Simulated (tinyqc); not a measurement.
Three surfaces against bond counting: Gupta-type many-body potential for a metal. Computed by tinyqc, a small Python program. Command: `OMP_NUM_THREADS=1 python tinyqc.py 3023810 3023811 out.jsonl gupta walk`. One thread of a shared host (Intel(R) Xeon(R) Processor @ 2.30GHz), about 0.01 s of CPU time with the checks.

E_i = sum_j A exp(-p (r_ij/r0 - 1)) - xi rho_i^gamma, with rho_i = sum_j exp(-2 q (r_ij/r0 - 1)); gamma = 1/2 is the tight-binding second-moment form. The crystal is fcc unless stated; d is the neighbour distance and a fixed number of shells is kept.

Inputs (values chosen for the exercise, modelled on gold):
```
quantity,value,unit
repulsion A,0.204,eV
hopping xi,1.72,eV
decay p,10.4,-
decay q,4.14,-
reference distance r0,2.884,angstrom
shells kept,1,-
embedding exponent gamma,0.5,-
```

Constants: 1 eV/angstrom^3 = 160.2176634 GPa; 1 eV/angstrom^2 = 16.02176634 J/m^2.

Method:
- fcc shells: d sqrt(k), k = 1..5, with 12, 6, 24, 12, 24 atoms; Omega = d^3/sqrt2.
- Equilibrium: dE/dd = 0; B = d^2 E''(d)/(9 Omega).
- Cut the crystal without relaxation; an atom in layer l keeps the neighbours that lie below the surface plane. Excess = E_i + E_c. Surface energy = sum of excesses over the layers, divided by the area per surface atom: (sqrt3/2) d^2 for (111), d^2 for (100), sqrt2 d^2 for (110).
- Bond counting with pair bonds charges E_c/12 for each missing nearest neighbour: 3, 4 and 6 per surface cell.

neighbour distance d = 2.89856 angstrom

cohesive energy E_c = 3.51223 eV

Surfaces:
```
face,missing bonds,excess (eV),bond counting (eV),ratio,surface energy (J/m^2)
(111),3,0.20105,0.8781,0.22897,0.44270
(100),4,0.29648,1.1707,0.25324,0.56539
(110),6,0.46547,1.7561,0.26506,0.62766
```

The order of surface energies is (111) < (100) < (110), with (110)/(111) = 1.418 against 1.225 from counting first-neighbour bonds. The excess is 0.23 to 0.27 of the bond-counting value: atoms with fewer neighbours have stronger bonds. Caution: relaxation, left out here, lowers surface energies. Caution: fitted second-moment potentials usually give surface energies well below measured ones.
